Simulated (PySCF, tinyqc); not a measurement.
Coupled-perturbed Hartree-Fock on RHF in the sto-6g basis, for Be, spin multiplicity 1, step by step. The lowest restricted solution is unstable here: a spin-polarised one lies 0.0017 hartree lower (PySCF). One step of it, computed by the program tinyqc.

Problem. Integrals over molecular orbitals. (pq|rs) = sum C_ip C_jq C_kr C_ls (ij|kl), one index at a time.

coefficients C:
```
,MO1,MO2,MO3,MO4,MO5
1Be 1s,0.995521,-0.279907,0.000000,0.000000,0.000000
1Be 2s,0.017048,1.033982,0.000000,0.000000,0.000000
1Be 2px,0.000000,0.000000,1.000000,0.000000,0.000000
1Be 2py,0.000000,0.000000,0.000000,0.000000,1.000000
1Be 2pz,0.000000,0.000000,0.000000,1.000000,0.000000
```

core Hamiltonian H = T + V (hartree), lower triangle:
```
,1Be 1s,1Be 2s,1Be 2px,1Be 2py,1Be 2pz
1Be 1s,-7.946038
1Be 2s,-1.858116,-2.079966
1Be 2px,0.000000,0.000000,-1.638720
1Be 2py,0.000000,0.000000,0.000000,-1.638720
1Be 2pz,0.000000,0.000000,0.000000,0.000000,-1.638720
```

Two-electron integrals (ij|kl) in chemists' order, unique and non-zero (hartree):
```
i,j,k,l,(ij|kl)
1,1,1,1,2.299996
2,1,1,1,0.361879
2,1,2,1,0.071926
2,2,1,1,0.570332
2,2,2,1,0.139654
2,2,2,2,0.417773
3,1,3,1,0.015252
3,2,3,1,0.022555
3,2,3,2,0.092340
3,3,1,1,0.570332
3,3,2,1,0.139654
3,3,2,2,0.417773
3,3,3,3,0.450117
4,1,4,1,0.015252
4,2,4,1,0.022555
4,2,4,2,0.092340
4,3,4,3,0.024258
4,4,1,1,0.570332
4,4,2,1,0.139654
4,4,2,2,0.417773
4,4,3,3,0.401601
4,4,4,4,0.450117
5,1,5,1,0.015252
5,2,5,1,0.022555
5,2,5,2,0.092340
5,3,5,3,0.024258
5,4,5,4,0.024258
5,5,1,1,0.570332
5,5,2,1,0.139654
5,5,2,2,0.417773
5,5,3,3,0.401601
5,5,4,4,0.401601
5,5,5,5,0.450117
```

Give: one-electron integrals over orbitals h = C^T H C; Two-electron integrals over orbitals.

Solution.

one-electron integrals over orbitals h = C^T H C (hartree), lower triangle:
```
,1,2,3,4,5
1,-7.9387
2,0.2737,-1.7707
3,0.0000,0.0000,-1.6387
4,0.0000,0.0000,0.0000,-1.6387
5,0.0000,0.0000,0.0000,0.0000,-1.6387
```

Two-electron integrals over orbitals (pq|rs), unique and non-zero (hartree):
```
p,q,r,s,(pq|rs)
1,1,1,1,2.2838
2,1,1,1,-0.2586
2,1,2,1,0.0470
2,2,1,1,0.5800
2,2,2,1,-0.0151
2,2,2,2,0.4056
3,1,3,1,0.0159
3,2,3,1,0.0205
3,2,3,2,0.0869
3,3,1,1,0.5701
3,3,2,1,-0.0085
3,3,2,2,0.4105
3,3,3,3,0.4501
4,1,4,1,0.0159
4,2,4,1,0.0205
4,2,4,2,0.0869
4,3,4,3,0.0243
4,4,1,1,0.5701
4,4,2,1,-0.0085
4,4,2,2,0.4105
4,4,3,3,0.4016
4,4,4,4,0.4501
5,1,5,1,0.0159
5,2,5,1,0.0205
5,2,5,2,0.0869
5,3,5,3,0.0243
5,4,5,4,0.0243
5,5,1,1,0.5701
5,5,2,1,-0.0085
5,5,2,2,0.4105
5,5,3,3,0.4016
5,5,4,4,0.4016
5,5,5,5,0.4501
```
